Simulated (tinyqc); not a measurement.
Changing the temperature T: order-disorder in a binary alloy on two sublattices: Bragg-Williams and pair (quasi-chemical) approximations. Computed by tinyqc, a small Python program. Command: `OMP_NUM_THREADS=1 python tinyqc.py 3015927 3015928 out.jsonl order sweep`. One thread of a shared host (Intel(R) Xeon(R) Processor @ 2.30GHz), about 0.01 s of CPU time with the checks.

All z = 8 neighbours of a site lie on the other sublattice. B fills the sublattices with x + eta/2 and x - eta/2; energies are per site, from the pure components: u = -z w y with y the probability of an A-B bond taken in one order.

Inputs (values chosen for the exercise, for a model alloy): ordering energy w = (e_AA + e_BB)/2 - e_AB = 48.8 meV; fraction x of B = 0.5.

Lattice: bcc (B2 order, z = 8). Method: plain iteration, 400 steps.

scattering factors f_A, f_B (electrons): [20, 50]

Constants: k_B = 8.617333262e-05 eV/K.

Method:
- Bragg-Williams: u = -z w [x (1 - x) + eta^2/4]; minimising f gives ln[a (1 - b)/(b (1 - a))] = 2 z w eta/(k_B T) =: ln Q, a = x + eta/2, b = x - eta/2. For given Q this is a quadratic for eta, (Q - 1) eta^2/4 - (Q + 1) eta/2 + (Q - 1) x (1 - x) = 0, smaller root: the map eta -> phi(eta).
- Plain iteration eta = phi(eta), 400 steps at most; start at 0.999 times 2x; stop when |phi - eta| < 1e-10.
- a = x + eta/2, b = x - eta/2; u = -z w [x (1 - x) + eta^2/4]; s/k_B = [s2(a) + s2(b)]/2, s2(c) = -c ln c - (1 - c) ln(1 - c); gain on ordering = f(eta) - f(0), f = u - T s. Superlattice over fundamental intensity = [eta (f_B - f_A)/2]^2/[(1 - x) f_A + x f_B]^2.

One run for each value; columns: (1) temperature T (K); (2) order parameter eta; (3) B fraction on the A sublattice; (4) entropy s (k_B/site); (5) gain on ordering (meV/site); (6) intensity ratio:
```
(1)       (2)         (3)      (4)          (5)      (6)
565   0.99934  3.3099e-04  0.00298  -6.3868e+01  0.18343
769   0.99430  2.8496e-03  0.01955  -5.1853e+01  0.18159
973   0.97929  1.0357e-02  0.05764  -4.0313e+01  0.17614
1180  0.94902  2.5492e-02  0.11870  -2.9490e+01  0.16542
1380  0.90139  4.9305e-02  0.19646  -2.0235e+01  0.14924
1590  0.82678  8.6609e-02  0.29462  -1.2112e+01  0.12555
1790  0.72424  1.3788e-01  0.40109  -6.1446e+00  0.09634
1990  0.57375  2.1312e-01  0.51807  -2.1054e+00  0.06046
2200  0.29046  3.5477e-01  0.65035  -1.2059e-01  0.01550
```

Over the rows, order parameter eta falls from 0.999 to 0.290 (exponent d ln y / d ln x -0.016 between the first rows and -6.8 between the last); B fraction on the A sublattice rises from 3.31e-4 to 0.355 (exponent d ln y / d ln x 7.0 between the first rows and 5.1 between the last); entropy s (k_B/site) rises from 0.00298 to 0.650 (exponent d ln y / d ln x 6.1 between the first rows and 2.3 between the last). Near T_c mean-field theory gives eta^2 linear in T_c - T; from the last two rows eta^2 extrapolates to zero at 2272 K, against T_c = 2265 K.

Caution (rows 1590, 1790, 1990, 2200): T is near or above the T_c of the better pair approximation, so the true long-range order is lower than Bragg-Williams gives.
